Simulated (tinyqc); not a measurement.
# p-n diode with diffusion and depletion-layer recombination: currents and ideality against junction voltage

Abrupt junction in the depletion approximation, low injection, full ionisation, neutral widths fixed, ohmic contact on the p side. Vj is the junction voltage; where a series resistance Rs is given, V = Vj + J Rs is the terminal voltage.

ni = sqrt(Nc Nv) exp(-Eg/(2 Vt)), Eg in volts; D = mu Vt; Ln = sqrt(Dn tn), Lp = sqrt(Dp tp); J0n = q ni^2 Dn coth(wp/Ln)/(Ln Na); J0p = (q ni^2 Dp/(Lp Nd)) (s + tanh(wn/Lp))/(1 + s tanh(wn/Lp)), s = Sp Lp/Dp. J_diff = (J0n + J0p)(exp(Vj/Vt) - 1). Vbi = Vt ln(Na Nd/ni^2), W = sqrt(2 eps0 eps_r (Vbi - Vj)(1/Na + 1/Nd)/q), xp = W Nd/(Na + Nd), xn = W Na/(Na + Nd); u(x) = q Na (x + xp)^2/(2 eps0 eps_r) for x < 0 and Vbi - Vj - q Nd (xn - x)^2/(2 eps0 eps_r) for x > 0; p = Na exp(-u/Vt), n = Nd exp((u - Vbi + Vj)/Vt); U = ni^2 (exp(Vj/Vt) - 1)/(tp (n + ni exp(Et/Vt)) + tn (p + ni exp(-Et/Vt))); J_scr = q times the integral of U from -xp to xn. J = J_diff + J_scr. Ideality = (1/Vt) dVj/d ln J or (1/Vt) dV/d ln J; last column ni^2 exp(Vj/Vt)/N^2.

Parameters, values chosen for the exercise; band and dielectric values those of a made-up semiconductor: temperature T = 325 K; band gap Eg = 1.18 eV; relative permittivity eps_r = 11.5; conduction-band density of states at T Nc = 2.94e19 cm^-3; valence-band density of states at T Nv = 3.21e19 cm^-3; acceptor density Na = 5.2e17 cm^-3; donor density Nd = 1.6e15 cm^-3; electron mobility in the p side mun = 470 cm^2/(V s); hole mobility in the n side mup = 630 cm^2/(V s); electron lifetime tn = 2e-9 s; hole lifetime tp = 6e-6 s; neutral width of the p side wp = 0.49 um; neutral width of the n side wn = 18 um; recombination velocity at the n contact Sp = 1e7 cm/s; series resistance Rs = 0.002 ohm cm^2; trap level above the intrinsic level Et = 0.12 eV.

Constants: q = 1.602176634e-19 C, kB = 1.380649e-23 J/K, Vt = kB T/q, eps0 = 8.8541878128e-14 F/cm where lengths are in cm. Results are converted to the units shown.

Currents and ideality against junction voltage:
columns A: Vj (V); B: J_diff (A/cm^2); C: J_scr (A/cm^2); D: J (A/cm^2); E: V (V); F: ideality against Vj; G: ideality against V; H: minority/doping, lighter side
```
A            B         C         D       E      F      G         H
0.2   6.448e-7  2.161e-7  8.609e-7  0.2000  1.021  1.021  2.343e-7
0.25  3.846e-6  1.084e-6  4.930e-6  0.2500  1.024  1.024  1.397e-6
0.29  1.605e-5  3.806e-6  1.985e-5  0.2900  1.026  1.026  5.826e-6
0.34  9.566e-5  1.717e-5  1.128e-4  0.3400  1.028  1.028  3.473e-5
0.39  5.703e-4  6.999e-5  6.403e-4  0.3900  1.028  1.028  2.070e-4
0.44  0.003400  2.510e-4  0.003651  0.4400  1.023  1.023  0.001234
0.49   0.02027  7.949e-4   0.02106  0.4900  1.015  1.016  0.007358
0.53   0.08454  0.001872   0.08641  0.5302  1.009  1.015   0.03069
0.58    0.5040  0.005207    0.5092  0.5810  1.004  1.041    0.1830
```

The ideality against Vj goes from 1.02 through a maximum of 1.03 (at Vj = 0.34 V among the rows listed) to 1.00. Diffusion is the larger current in every row. J_scr alone has an ideality of 1.11 between the first two rows and 1.75 between the last two. Rows from Vj = 0.58 V on lie beyond low injection.

Numbers from tinyqc (`OMP_NUM_THREADS=1 python tinyqc.py 2260126 2260127 out.jsonl`; about 0.01 s on one thread of a shared Intel Xeon 2.30GHz).
